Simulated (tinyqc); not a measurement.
Ionisation constants from two fields.

Question. alpha_n = an exp(-bn/E). Find bn and an.

alpha_n at 174 and 288 kV/cm (1/cm): 3313.3912  91774.306

Solution. ln alpha is a straight line in 1/E with slope -bn and intercept ln an.

bn = 1.460e6 V/cm
an = 1.460e7 1/cm

Numbers from tinyqc (`OMP_NUM_THREADS=1 python tinyqc.py 2120120 2120121 out.jsonl`; about 0.1 s on one thread of a shared Intel Xeon 2.30GHz).
